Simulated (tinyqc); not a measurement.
Comparisons within one model: alloy A(1-x)B(x) by interpolation with bowing. A value that a table varies takes the place of the one given here.

Each gap follows E(x) = (1 - x) E_A + x E_B - C x (1 - x); the lattice constant follows Vegard, a(x) = (1 - x) a_A + x a_B.

Mass at Gamma from the Kane formula 1/m = F + Ep (Eg + 2 Dso/3)/(Eg (Eg + Dso)). F is fixed by the masses of A and B and interpolated linearly, as is Ep; Eg and Dso carry their bowing.

Constants: hc = 1239.841984 eV nm.

Inputs chosen for the exercise (A near InP, B near GaP; the results hold for these values, not for the real material):
- a = (5.878, 5.444) angstrom (lattice constant of A, B)
- Eg = (1.42, 2.911) eV (gap at Gamma to the s-like level of A, B)
- EgX = (2.401, 2.371) eV (gap to the lowest valley along Gamma-X of A, B)
- EgL = (2.006, 2.727) eV (gap to L of A, B)
- C = (0.709, 0.181, 1.049) eV (bowing of the Gamma, X and L gaps)
- Dso = (0.109, 0.081) eV (spin-orbit splitting of A, B)
- Ep = (20.6, 31.1) eV (Kane energy of A, B)
- me = (0.0794, 0.1284) m0 (electron mass at Gamma of A, B)
- Cs = 0 eV (bowing of Dso)
- x = 0.09 (fraction of B)

## Gaps across the alloy

Eleven compositions.

Gaps (eV):
```
x    a (angstrom)  Gamma      X      L  lowest  wavelength (nm)
0.0        5.8780  1.420  2.401  2.006   Gamma              873
0.1        5.8346  1.505  2.382  1.984   Gamma              824
0.2        5.7912  1.605  2.366  1.982   Gamma              773
0.3        5.7478  1.718  2.354  2.002   Gamma              722
0.4        5.7044  1.846  2.346  2.043   Gamma              672
0.5        5.6610  1.988  2.341  2.104   Gamma              624
0.6        5.6176  2.144  2.340  2.187   Gamma              578
0.7        5.5742  2.315  2.342  2.290       L              541
0.8        5.5308  2.499  2.348  2.415       X              528
0.9        5.4874  2.698  2.358  2.560       X              526
1.0        5.4440  2.911  2.371  2.727       X              523
```

The lowest valley changes at x = 0.662 (Gamma to L, gap 2.249 eV) and x = 0.745 (L to X, gap 2.344 eV). The middle valley is lowest only in a narrow window, which small changes of the inputs would close. The Gamma gap is monotonic, since its bowing (0.709 eV) is smaller than the difference of the end gaps (1.491 eV); at x = 0.5 bowing lowers it by C/4 = 0.177 eV.

## Three ways to interpolate a mass

Linear in m, linear in 1/m, and the Kane formula.

Masses (m0):
```
x      Eg (eV)  linear in m  linear in 1/m    Kane  Kane m/Eg (1/eV)
0.000    1.420       0.0794         0.0794  0.0794            0.0559
0.125    1.529       0.0855         0.0834  0.0813            0.0532
0.250    1.660       0.0916         0.0878  0.0844            0.0509
0.375    1.813       0.0978         0.0927  0.0887            0.0489
0.500    1.988       0.1039         0.0981  0.0942            0.0474
0.625    2.186       0.1100         0.1043  0.1008            0.0461
0.750    2.405       0.1162         0.1112  0.1086            0.0452
0.875    2.647       0.1223         0.1192  0.1178            0.0445
1.000    2.911       0.1284         0.1284  0.1284            0.0441
```

At x = 0.5 the three give 0.1039, 0.0981 and 0.0942; judged by the largest distance, the Kane value is closer to the interpolation in 1/m (largest distances 0.0097 m0 from the rule in m, 0.0040 m0 from the rule in 1/m). The ratio m/Eg varies by a factor of 1.27 while the gap varies by 2.05; a constant ratio is the two-band rule m = Eg/Ep at fixed Ep.

## What each parameter does

Gaps at x and the Kane mass. Each row changes one parameter from the base and keeps the others.

Results:
```
case                          Gamma (eV)  X (eV)  L (eV)  mass (m0)
base                              1.4961  2.3835  1.9850     0.0806
x = 0.05                          1.4609  2.3909  1.9922     0.0800
C = (0.809, 0.281, 1.149) eV      1.4879  2.3753  1.9768     0.0801
Eg = (1.491, 2.911) eV            1.5607  2.3835  1.9850     0.0804
EgX = (2.401, 2.252) eV           1.4961  2.3728  1.9850     0.0806
EgL = (1.906, 2.727) eV           1.4961  2.3835  1.8940     0.0806
Ep = (22.7, 34.2) eV              1.4961  2.3835  1.9850     0.0805
Cs = 0.05 eV                      1.4961  2.3835  1.9850     0.0806
```

The largest shifts from the base row, up to three for each result and ties (the steps differ in size, so this ranks the rows, not the parameters). Gamma (eV): Eg +0.0646, x -0.0353, C -0.0082; unchanged at the printed digits by EgX, EgL, Ep and Cs. X (eV): EgX -0.0107, C -0.0082, x +0.0074; unchanged at the printed digits by Eg, EgL, Ep and Cs. L (eV): EgL -0.0910, C -0.0082, x +0.0072; unchanged at the printed digits by Eg, EgX, Ep and Cs. mass (m0): x -0.0006, C -0.0005, Eg -0.0002; unchanged at the printed digits by EgX, EgL and Cs.

(tinyqc, `OMP_NUM_THREADS=1 python tinyqc.py 1080598 1080599 out.jsonl`, Intel(R) Xeon(R) Processor @ 2.30GHz, 1 thread, shared host, about 0.01 s.)
